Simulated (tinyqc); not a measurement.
Inside a calculation: Franz-Keldysh effect at a direct gap. Values are carried at full precision from step to step, so a last printed digit may differ when a step is redone from the rounded ones.

Parabolic bands, vertical transitions, no excitons. For each hole band j: mr = me mj/(me + mj); joint density of states J_j(E) = (mr/c)^(3/2) sqrt(E - Eg)/(2 pi^2), both spins, c = hbar^2/2m0; averaged matrix element |e.p|^2 = m0 Ep/6; alpha_j(E) = 4 pi^2 alpha_f c Ep J_j/(3 nr E) in 1/angstrom (alpha_f the fine-structure constant, listed as alpha among the constants), times 1e8 for 1/cm.

In a field Fd (1 kV/cm = 1e-5 V/angstrom) the electro-optic energy of band j is th = (c (e Fd)^2/mr)^(1/3), and sqrt(E - Eg) in J_j is replaced by pi sqrt(th) [Ai'(b)^2 - b Ai(b)^2] with b = (Eg - E)/th; Ai is the Airy function.

Constants: hbar^2/2m0 = 3.80998211 eV angstrom^2; fine-structure constant alpha = 0.007297352564.

Inputs chosen for the exercise (near those of GaAs; not measured data):
```
symbol  value   unit        meaning
Eg      1.463   eV          direct gap
me      0.0653  m0          electron mass
mhh     0.484   m0          heavy-hole mass
mlh     0.082   m0          light-hole mass
Ep      25.1    eV          Kane energy
nr      3.58                refractive index
Fd      91      kV/cm       uniform field
E       1.513   eV          photon energy
L       54      micrometre  length of a waveguide
```

## Electro-optic energy and length

For each hole band give mr, th and the length th/(e Fd).

Scales:
```
hole    mr (m0)  th (meV)  length (angstrom)
heavy  0.057537   37.9914              41.75
light  0.036352   44.2752              48.65
```

The light-hole pair has th larger by a factor 1.165, the cube root of the ratio of reduced masses.

## Airy factors at E

Ai is the Airy function, th the electro-optic energy of each hole band from the table (its other columns are not needed here), b = (Eg - E)/th with th in eV; the factor takes the place of sqrt(E - Eg) in the joint density of states.

Form b, Ai(b), Ai'(b) and the factor pi sqrt(th) [Ai'^2 - b Ai^2] for each band, beside sqrt(E - Eg) (zero below the gap).

Factors:
```
hole          b    Ai(b)    Ai'(b)  factor (eV^(1/2))  without field
heavy  -1.31609  0.50942   0.18274            0.22958        0.22361
light  -1.12930  0.53221  0.063438            0.21411        0.22361
```

## Absorption with and without the field

Put the factors in place of sqrt(E - Eg) in alpha_j and add the bands; a waveguide of length L changes its transmission by 4.343 (alpha(F) - alpha(0)) L dB.

alpha_j in the field (1/cm): heavy 3.66e+03, light 1.71e+03

alpha(F) = 5.37e+03 1/cm
alpha(0) = 5354 1/cm
change of loss = 0.451 dB

Without the field the loss over L is 126 dB, so this energy is of no use for a modulator. Above the gap the field raises the absorption at this energy; the sign alternates with energy (Franz-Keldysh oscillations). Excitons, which add a sharp peak at low field, are left out.

## Checks

- Airy factor at b = -40 against the zero-field limit sqrt(-b): 6.33 against 6.32.

tinyqc: `OMP_NUM_THREADS=1 python tinyqc.py 1681360 1681361 out.jsonl`; about 0.01 s, one thread, shared Intel(R) Xeon(R) Processor @ 2.30GHz.
